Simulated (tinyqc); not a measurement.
Carrier statistics of a doped semiconductor with parabolic bands, step by step. Values are carried at full precision from step to step, so a last printed digit may differ when a step is redone from the rounded ones.

Constants: kB = 8.617333262e-05 eV/K; hbar^2/2m0 = 3.80998211 eV angstrom^2.

Parameters, chosen for this exercise (near those of Si; shifted at random, so the results belong to these values and not to a real crystal):
- Eg0 = 1.176 eV (gap at 0 K)
- al = 0.000453 eV/K (Varshni alpha)
- be = 614 K (Varshni beta)
- T = 350 K
- ml = 0.953 m0 (longitudinal electron mass)
- mt = 0.188 m0 (transverse electron mass)
- Mv = 6 (equivalent valleys)
- mhh = 0.545 m0 (heavy-hole mass)
- mlh = 0.145 m0 (light-hole mass)
- ND = 2.7e+12 1/cm^3 (donors)
- NA = 2.2e+14 1/cm^3 (acceptors)
- ED = 0.0449 eV (donor level below Ec)
- EA = 0.0424 eV (acceptor level above Ev)

## Gap and thermal energy

Eg(T) = Eg0 - al T^2/(T + be) (Varshni).

Eg = 1.11844 eV
kT = 0.030161 eV

The gap has shrunk by 57.6 meV from 0 K and is 37.1 kT wide.

## Effective densities of states

m_de = Mv^(2/3) (ml mt^2)^(1/3); m_dh = (mhh^(3/2) + mlh^(3/2))^(2/3); N = 2 (m kB T/(4 pi c))^(3/2) with c = hbar^2/2m0, in 1/angstrom^3; times 1e24 for 1/cm^3.

m_de = 1.0664 m0
m_dh = 0.5938 m0
Nc = 3.4822e+19 1/cm^3
Nv = 1.4469e+19 1/cm^3

The light holes supply 12.1 % of Nv, and Nc/Nv = 2.41.

## Intrinsic density and level

With Boltzmann statistics ni = sqrt(Nc Nv) exp(-Eg/2kT) and Ei = Eg/2 + (kT/2) ln(Nv/Nc), counted from Ev.

ni = 1.99e+11 1/cm^3
Ei = 0.5460 eV

Ei lies 13.2 meV below midgap, towards the band with the smaller density of states.

## Neutrality by bisection

Energies are counted from Ev, so Ec = Eg. n = Nc F_1/2((EF - Eg)/kT), p = Nv F_1/2(-EF/kT), ND+ = ND/(1 + 2 exp((EF - Eg + ED)/kT)), NA- = NA/(1 + 4 exp((EA - EF)/kT)); neutrality asks p + ND+ = n + NA-. F_j(eta) = (1/Gamma(j + 1)) integral_0^infinity x^j dx/(1 + exp(x - eta)), which tends to exp(eta) for eta << 0.

Start from the bracket [-0.2 eV, Eg + 0.2 eV]; at the midpoint EF take the sign of p + ND+ - n - NA-; where it is positive EF must rise. Fourteen steps are shown.

Bisection (eV, 1/cm^3):

| step | low | high | EF | n | p | ND+ | NA- | sign |
|---|---|---|---|---|---|---|---|---|
| 1 | -0.20000 | 1.31844 | 0.55922 | 3.09e+11 | 1.28e+11 | 2.70e+12 | 2.20e+14 | - |
| 2 | -0.20000 | 0.55922 | 0.17961 | 1.06e+06 | 3.75e+16 | 2.70e+12 | 2.11e+14 | + |
| 3 | 0.17961 | 0.55922 | 0.36941 | 5.71e+08 | 6.94e+13 | 2.70e+12 | 2.20e+14 | - |
| 4 | 0.17961 | 0.36941 | 0.27451 | 2.45e+07 | 1.61e+15 | 2.70e+12 | 2.20e+14 | + |
| 5 | 0.27451 | 0.36941 | 0.32196 | 1.18e+08 | 3.34e+14 | 2.70e+12 | 2.20e+14 | + |
| 6 | 0.32196 | 0.36941 | 0.34569 | 2.60e+08 | 1.52e+14 | 2.70e+12 | 2.20e+14 | - |
| 7 | 0.32196 | 0.34569 | 0.33382 | 1.75e+08 | 2.26e+14 | 2.70e+12 | 2.20e+14 | + |
| 8 | 0.33382 | 0.34569 | 0.33976 | 2.13e+08 | 1.85e+14 | 2.70e+12 | 2.20e+14 | - |
| 9 | 0.33382 | 0.33976 | 0.33679 | 1.93e+08 | 2.05e+14 | 2.70e+12 | 2.20e+14 | - |
| 10 | 0.33382 | 0.33679 | 0.33531 | 1.84e+08 | 2.15e+14 | 2.70e+12 | 2.20e+14 | - |
| 11 | 0.33382 | 0.33531 | 0.33457 | 1.80e+08 | 2.20e+14 | 2.70e+12 | 2.20e+14 | + |
| 12 | 0.33457 | 0.33531 | 0.33494 | 1.82e+08 | 2.18e+14 | 2.70e+12 | 2.20e+14 | + |
| 13 | 0.33494 | 0.33531 | 0.33512 | 1.83e+08 | 2.16e+14 | 2.70e+12 | 2.20e+14 | - |
| 14 | 0.33494 | 0.33512 | 0.33503 | 1.83e+08 | 2.17e+14 | 2.70e+12 | 2.20e+14 | - |

Each step halves the bracket, which is 0.185 meV wide at the last row.

## The neutral state

Solve the neutrality condition for EF to convergence.

EF = 0.3350 eV
n = 1.82e+08 1/cm^3
p = 2.17e+14 1/cm^3
ND+ = 2.70e+12 1/cm^3
NA- = 2.20e+14 1/cm^3

The material is p-type; 100.0 % of the acceptors are ionised. EF lies 11.11 kT inside the gap from the valence edge, so Boltzmann statistics would serve; n p/(Nc Nv exp(-Eg/kT)) = 1.000.

## Checks

- F_1/2(1) by the trapezoid rule against adaptive quadrature: both 1.575641.
- Positive against negative charge at the solution (1/cm^3): both 2.19946e+14.

Program tinyqc; command `OMP_NUM_THREADS=1 python tinyqc.py 1681965 1681966 out.jsonl`; about 0.01 s on one thread of a shared Intel(R) Xeon(R) Processor @ 2.30GHz.
